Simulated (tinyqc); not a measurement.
Inversion-layer mobility, back-scattering and ballistic limit of a field-effect transistor: one step, computed by the program tinyqc.

The charge at the top of the source barrier is fixed by the gate; series resistance and short-channel effects are left out. F_j are Fermi integrals normalised to exp(eta) in the classical limit.

Problem. Ballistic limit. F_j(eta) = (1/Gamma(j + 1)) int_0^infinity x^j/(1 + exp(x - eta)) dx, F_0 = ln(1 + exp(eta)). Integrals over x = E/(k_B T) use 160 Gauss-Legendre points in u = sqrt(x) from 0 to sqrt(max(eta, 0) + 32). Ballistic channel: N_2D = g_v m k_B T/(pi hbar^2), U = e V_D/(k_B T); eta_F solves N_inv = (N_2D/2)[F_0(eta_F) + F_0(eta_F - U)]; v_T = sqrt(2 k_B T/(pi m)); I/W = e (N_2D/2) v_T [F_1/2(eta_F) - F_1/2(eta_F - U)]; injection velocity v_T F_1/2(eta_F)/F_0(eta_F).

Inputs (values chosen for the exercise, modelled on an InGaAs n-channel):
```
quantity               value  unit
transport mass m       0.046   m_0
valley degeneracy g_v      1     -
drain voltage V_D       0.59     V
temperature T            300     K
```

Statistics at the top of the barrier: Fermi-Dirac.

inversion density N_inv = 2.075451e+12 1/cm^2

Constants: m_0 = 9.1093837015e-31 kg; k_B = 1.380649e-23 J/K; hbar = 1.054571817e-34 J s; k_B = 8.617333262e-05 eV/K; e = 1.602176634e-19 C.

Give: N_2D; eta_F; thermal velocity v_T; injection velocity; ballistic current I/W.

Solution.

N_2D = 4.9676e+11 1/cm^2

eta_F = 8.3557

thermal velocity v_T = 2.5085 1e7 cm/s

injection velocity = 5.5524 1e7 cm/s

ballistic current I/W = 1846.3 microampere/micrometre

Degeneracy raises the injection velocity by a factor 2.21. Caution: the Fermi level lies so high that further subbands and non-parabolicity matter.
